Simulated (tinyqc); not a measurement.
Luttinger-Kohn k.p, four valence bands, step by step. One step of it, computed by the program tinyqc.

Problem. Hole masses. E = c [g1 k^2 -/+ 2 sqrt(g2^2 k^4 + 3 (g3^2 - g2^2)(kx^2 ky^2 + ky^2 kz^2 + kz^2 kx^2))] with c = hbar^2/2m, and m* = hbar^2 k^2 / (2 E).

Luttinger parameters chosen for this model; energies are counted downward from the top of the valence band:
```
parameter      value  unit
g1         11.050000
g2          2.550000
g3          4.500000
```

Give: Masses.

Solution.

Masses (electron masses):
```
direction   heavy   light
[100]      0.1681  0.0619
[110]      0.3510  0.0519
[111]      0.4878  0.0499
```
